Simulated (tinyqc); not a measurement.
Thermal stress, cracking, delamination and buckling of a thin film; Griffith cracks and misfitting inclusions: one step, computed by the program tinyqc.

Isotropic linear elasticity; the substrate is much thicker than the film; stress is positive in tension.

Task: Stress in the film. Thermal strain = (alpha_f - alpha_s)(T_d - T); stress = E/(1 - nu) x strain + intrinsic stress; plane-strain modulus Ebar = E/(1 - nu^2); G0 = stress^2 h/(2 Ebar) is the energy freed per area when a long strip loses its stress across its width.

Inputs (values chosen for the exercise, modelled on a porous low-k oxide on silicon):
```
quantity                     value        unit
film Young's modulus E        7.61         GPa
film Poisson ratio nu         0.25           -
film expansion alpha_f          12      1e-6/K
substrate expansion alpha_s    3.5      1e-6/K
deposition temperature T_d     400           K
final temperature T            300           K
intrinsic stress                 9         MPa
film thickness h               0.3  micrometre
```

Give: thermal strain; film stress; Ebar; G0.

Result:

thermal strain = 8.50e-04

film stress = 17.625 MPa

Ebar = 8.1173 GPa

G0 = 0.0057401 J/m^2

The film ends in tension; the thermal part is 8.62 MPa.
